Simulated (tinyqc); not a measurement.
Trading HF for NH4F at fixed fluoride: speciation in dilute and buffered hydrofluoric acid, oxide etch rate and bath loading. Computed by tinyqc, a small Python program. Command: `OMP_NUM_THREADS=1 python tinyqc.py 3121280 3121281 out.jsonl hfetch walk`. One thread of a shared host (Intel(R) Xeon(R) Processor @ 2.30GHz), about 0.01 s of CPU time with the checks.

Concentrations stand for activities, NH4+ and Cl- are spectators, and water ionisation is neglected. H, F and HF2 denote the ions H+, F- and HF2-. The base temperature is 298 K.

Inputs (values chosen for the exercise, of the order of those for thermal oxide at room temperature): HF added = 0.82 mol/L; NH4F added = 0 mol/L; K1 = [H][F]/[HF] = 0.000722 mol/L; K2 = [HF2]/([HF][F]) = 4.36 L/mol; K3 = [H2F2]/[HF]^2 = 0 L/mol; rate constant of neutral HF k_a = 10 nm L/(min mol); rate constant of HF2 k_b = 54 nm L/(min mol).

Method:
- Fluoride balance: [HF] + [F] + 2 [HF2] + 2 [H2F2] = HF added + NH4F added. Acid balance: [H] + [HF] + [HF2] + 2 [H2F2] = HF added + HCl added. For a trial [H], [HF] = [H][F]/K1, and the fluoride balance is a quadratic in [F].
- Rate = k_a ([HF] + 2 [H2F2]) + k_b [HF2], an empirical two-term form.
- Total fluoride is held at HF + NH4F added, without HCl; x is the share added as HF.

Against x:
```
x         pH  [F] (mol/L)  [HF] (mol/L)  [HF2] (mol/L)  rate (nm/min)
0.05  5.0319      0.74764       0.00962        0.03137          1.790
0.15  4.3977      0.60777       0.03369        0.08927          5.158
0.30  3.8187      0.41572       0.08741        0.15844          9.430
0.40  3.4782      0.30524       0.14058        0.18709         11.509
0.50  3.1444      0.21343       0.21200        0.19728         12.773
0.60  2.8124      0.14200       0.30292        0.18754         13.156
0.75  2.3086      0.06893       0.46910        0.14098         12.304
0.90  1.7484      0.02615       0.64645        0.07370         10.444
1.00  1.3249      0.01124       0.73659        0.03609          9.315
```

What does the comparison show, and why?

[HF2] is largest at x = 0.5 and the rate at x = 0.6 among these rows; HF2 needs both HF and F. At its best the mixture etches 1.41 times as fast as HF alone.

Extremes, crossings and ranges named in words are read from the listed rows.
